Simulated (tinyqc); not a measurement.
Planar ballistic transistor, top-of-the-barrier model: two steps of the calculation.

At the top of the source barrier, states moving towards the drain are filled by the source (Fermi level 0) and states moving back by the drain (Fermi level -q Vd); nothing scatters. U is the shift of the band edge there, set by the capacitances CG, CD and CS (the total) and by the charge. Parabolic two-dimensional band; the source is grounded.

Values chosen for this exercise; mass and valleys close to those of gallium arsenide: temperature T = 300 K; effective mass m = 0.0675 m0; valley degeneracy gv = 1; relative permittivity of the gate insulator eox = 3.9; insulator thickness tox = 3.4 nm; gate control CG/CS aG = 0.9; drain control CD/CS aD = 0.08; band edge at the barrier top above the source Fermi level at zero bias E0 = 0.34 eV; gate voltage Vg = 0.6 V; drain voltage Vd = 0.1 V.

Constants: q = 1.602176634e-19 C, kB = 1.380649e-23 J/K, hbar = 1.054571817e-34 J s, m0 = 9.1093837015e-31 kg, Vt = kB T/q, eps0 = 8.8541878128e-14 F/cm where lengths are in cm. Results are converted to the units shown.

Problem 1. Density of states, capacitances and charge at zero bias. N0 = gv m kB T/(pi hbar^2), CG = eps0 eox/tox, vT = sqrt(2 kB T/(pi m)), CS = CG/aG, n0 = n at U = 0 and Vd = 0. eta1 = -(E0 + U)/Vt, eta2 = eta1 - Vd/Vt, n = (N0/2)[F_0(eta1) + F_0(eta2)], F_0(x) = ln(1 + exp x). UL = -(aG Vg + aD Vd).

Give: N0; CG; CS; n0; UL.

Solution 1.

N0 = 7.2895e11 cm^-2
CG = 1.0156 uF/cm^2
CS = 1.1285 uF/cm^2
n0 = 1.4156e6 cm^-2
UL = -0.54800 eV

Problem 2. Self-consistent potential at the barrier top. U(out) = UL + q (n - n0)/CS. Newton step: U(new) = U + (U(out) - U)/(1 + CQ/CS), CQ = (q/Vt) dn/d(eta1) with both F' summed; F_0'(x) = 1/(1 + exp(-x)).

U at the start (U = UL) = -0.548 eV
N0 = 7.2894559e11 cm^-2
CS = 1.1284749 uF/cm^2
n0 = 1.4156180e6 cm^-2
UL = -0.548 eV

Find: eta1; eta2; n; U(out); CQ; U after iteration 1.

Solution 2.

eta1 = 8.0458
eta2 = 4.1776
n = 4.4608e12 cm^-2
U(out) = 0.085327 eV
CQ = 4.4828 uF/cm^2
U after iteration 1 = -0.42063 eV

Computed by the program tinyqc: `OMP_NUM_THREADS=1 python tinyqc.py 2400021 2400022 out.jsonl`, one thread of a shared Intel Xeon 2.30GHz, about 0.01 s for the whole run.
